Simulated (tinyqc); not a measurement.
Worked calculation: tight binding, dimerised chain. Computed by tinyqc, a small Python program that keeps every step. Settings: t1 = 2.15, t2 = 1.83, delta = 0, points = 12, cells = 4. Command: `OMP_NUM_THREADS=1 python tinyqc.py 27381 27382 out.jsonl` (the two numbers bound the seeds that draw the settings). One thread of a shared host (Intel(R) Xeon(R) Processor @ 2.60GHz), about 0.01 s of CPU time with the checks.

## Bloch Hamiltonian at k

Parameters chosen for this model:

| parameter | value | unit |
|---|---|---|
| t1 | 2.150000 | eV, inside the cell |
| t2 | 1.830000 | eV, between cells |
| delta | 0 | eV, +/- on the two sites |

k point k (2 pi / a): 0.210000

H_AA = +delta, H_BB = -delta, H_AB = -t1 - t2 exp(-i k a).

H(k) at k (eV):
```
                     A                    B
A             0.000000  -2.605102+1.772507i
B  -2.605102-1.772507i             0.000000
```

## Levels at k

Diagonalise the Hermitian matrix.

eigenvalues (eV): -3.150927  3.150927

weights |c|^2 of the basis functions:
```
     band 1    band 2
A  0.500000  0.500000
B  0.500000  0.500000
```

## Bloch Hamiltonian at X

k point X (2 pi / a): 0.500000

As before.

H(k) at X (eV):
```
           A          B
A   0.000000  -0.320000
B  -0.320000   0.000000
```

## Levels at X

As before.

eigenvalues (eV): -0.320000  0.320000

weights |c|^2 of the basis functions:
```
     band 1    band 2
A  0.500000  0.500000
B  0.500000  0.500000
```

## Bands along a path

The same steps at evenly spaced points between the labelled ones.

Bands along the path (eV):

| k | band 1 | band 2 |
|---|---|---|
| G | -3.980000 | 3.980000 |
| G-X 0.25 | -3.679079 | 3.679079 |
| G-X 0.50 | -2.823367 | 2.823367 |
| G-X 0.75 | -1.551508 | 1.551508 |
| X | -0.320000 | 0.320000 |

With 1 band(s) filled, the highest filled level on these points lies at X and the lowest empty one at X: a gap of 0.6400 eV, direct.

## Berry (Zak) phase of the lower band

On 12 points k_j = j/N: phase = -Im ln of the product of <u_j|u_(j+1)>, closed with u_N = u_0 (the cell-periodic part is taken without the site positions). Single arguments depend on the phases chosen for the u_j; only their sum modulo 2 pi does not.

Overlaps:

| j | \|<u_j\|u_j+1>\| | argument (rad) |
|---|---|---|
| 0 | 0.992793 | -0.120130 |
| 1 | 0.992990 | -0.118476 |
| 2 | 0.993511 | 0.591190 |
| 3 | 0.994820 | -0.806998 |
| 4 | 0.998525 | 0.963154 |
| 5 | 0.873359 | -0.508741 |
| 6 | 0.873359 | -0.508741 |
| 7 | 0.998525 | 0.963154 |
| 8 | 0.994820 | -0.806998 |
| 9 | 0.993511 | 0.591190 |
| 10 | 0.992990 | -0.118476 |
| 11 | 0.992793 | -0.120130 |

phase / pi, folded into (-1, 1] = 0.000000

## Open chain of 4 cells

H of the open chain (eV), lower triangle:
```
           1          2          3          4          5          6          7         8
1   0.000000
2  -2.150000   0.000000
3   0.000000  -1.830000   0.000000
4   0.000000   0.000000  -2.150000   0.000000
5   0.000000   0.000000   0.000000  -1.830000   0.000000
6   0.000000   0.000000   0.000000   0.000000  -2.150000   0.000000
7   0.000000   0.000000   0.000000   0.000000   0.000000  -1.830000   0.000000
8   0.000000   0.000000   0.000000   0.000000   0.000000   0.000000  -2.150000  0.000000
```

The same hoppings without the wrap-around bond.

levels (eV): -3.745909  -3.074406  -2.059424  -0.900927  0.900927  2.059424  3.074406  3.745909

weights of the highest filled level on the sites: 0.185517  0.032575  0.174038  0.107870  0.107870  0.174038  0.032575  0.185517

The bulk gap runs from -0.3200 to 0.3200 eV; no level of this chain lies inside it.
